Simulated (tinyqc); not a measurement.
# Worked calculation: undoped symmetric double-gate MOSFET, analytic potential model

Numbers from tinyqc (`OMP_NUM_THREADS=1 python tinyqc.py 2440047 2440048 out.jsonl`; about 0.01 s on one thread of a shared Intel Xeon 2.30GHz). Printed values are rounded.

An undoped body of thickness ts between two equal insulators and tied gates; long channel, electrons only, n = ni exp((psi - V)/Vt) with V the quasi-Fermi potential (0 at the source, Vd at the drain), constant mobility, no quantisation. Across the body psi(x) = V - 2 Vt ln[(ts/(2 beta)) sqrt(q ni/(2 eps0 eps_r Vt)) cos(2 beta x/ts)], x from the centre. Q is the electron charge per area of the whole body.

Values chosen for this exercise; material values close to those of silicon:

| symbol | value | unit | meaning |
|---|---|---|---|
| T | 300 | K | temperature |
| Eg | 1.11 | eV | band gap |
| eps_r | 11.9 |  | relative permittivity of the semiconductor |
| Nc | 2.85e19 | cm^-3 | conduction-band density of states at T |
| Nv | 2.64e19 | cm^-3 | valence-band density of states at T |
| eox | 7.28 |  | relative permittivity of the gate insulator |
| tox | 4.3 | nm | insulator thickness |
| ts | 10 | nm | body thickness |
| dphi | 0.05 | V | gate work function less that of the intrinsic body |
| mu | 230 | cm^2/(V s) | channel mobility |
| L | 0.5 | um | gate length |
| Vg | 1.07 | V | gate voltage |
| Vd | 1 | V | drain voltage |

Constants: q = 1.602176634e-19 C, kB = 1.380649e-23 J/K, Vt = kB T/q, eps0 = 8.8541878128e-14 F/cm where lengths are in cm. Results are converted to the units shown.

Range of the model: The surface density at the source passes 0.3 Nc, where Boltzmann statistics fail.

## Constants of the body

ni = sqrt(Nc Nv) exp(-Eg/(2 Vt)), Eg in volts; r = eps_r tox/(eox ts); V0 = dphi + 2 Vt ln[(2/ts) sqrt(2 eps0 eps_r Vt/(q ni))].

ni = 1.302071e10 cm^-3
r = 0.7028846
V0 = 0.5273385 V

## Iteration 1: beta at the source by Newton steps in z = ln(tan beta)

z at the start = -1

With V = 0, t = exp(z), beta = arctan(t): f = ln(beta) + (1/2) ln(1 + t^2) + 2 r beta t - (Vg - V0)/(2 Vt); with c = t/(1 + t^2), df/dz = c/beta + t c + 2 r t (c + beta); z(new) = z - f/(df/dz).

beta = 0.3525134
f = -11.29244
df/dz = 1.388269
z after iteration 1 = 7.134186

## Iteration 2: beta at the source by Newton steps in z = ln(tan beta)

As before.

beta = 1.569999
f = 2764.994
df/dz = 2770.310
z after iteration 2 = 6.136105

The value that enters this step is an overshoot, farther from the solution than the start was, so its intermediate quantities are not physical.

## Course of the iteration: beta at the source by Newton steps in z = ln(tan beta)

Stop when z changes by less than 1e-11, or after 60 iterations.

Course of the iteration:
```
iteration,z,|change|
1,7.134186,8.13
2,6.136105,0.998
3,5.142287,0.994
4,4.161596,0.981
5,3.219805,0.942
6,2.384647,0.835
7,1.790897,0.594
8,1.546563,0.244
9,1.514695,0.0319
10,1.514226,4.69e-4
11,1.514226,9.95e-8
12,1.514226,< 1e-12
```

Converged in 12 iterations. At the end the number of correct digits about doubles with each step.

## Charges and drain current

beta_s = 1.354267
beta_d = 1.440540e-4

beta (between 0 and pi/2) solves (Vg - V0 - V)/(2 Vt) = ln(beta) - ln(cos beta) + 2 r beta tan(beta). Q = 8 eps0 eps_r Vt beta tan(beta)/ts; I = mu (1/L)(4 eps0 eps_r/ts)(2 Vt)^2 [g(beta_s) - g(beta_d)] per width, g = beta tan(beta) - beta^2/2 + r beta^2 tan^2(beta), with beta_s at V = 0 and beta_d at V = Vd.

Qs = 1341.541 nC/cm^2
Qd = 4.521998e-6 nC/cm^2
g(beta_s) = 31.87924
g(beta_d) = 1.037577e-8
I = 165.2227 uA/um

The term r beta^2 tan^2(beta), which gives the square law, makes up 83.6 % of g at the source.

## Potential and electron density across the body at the source

```
point,x/ts
0,0
1,0.1
2,0.2
3,0.3
4,0.4
5,0.45
6,0.5
```

psi(x) as above with V = 0 and beta = beta_s; n = ni exp(psi/Vt).

```
point,psi (V),n (cm^-3)
0,0.4930183,2.494467e18
1,0.4949385,2.686802e18
2,0.5010074,3.397727e18
3,0.5123808,5.275371e18
4,0.5322417,1.137369e19
5,0.5480820,2.098976e19
6,0.5725315,5.404320e19
```

The density at the surface is 21.7 times that at the centre (1/cos^2 beta). It reaches 1.9 Nc, where Boltzmann statistics overestimate it.
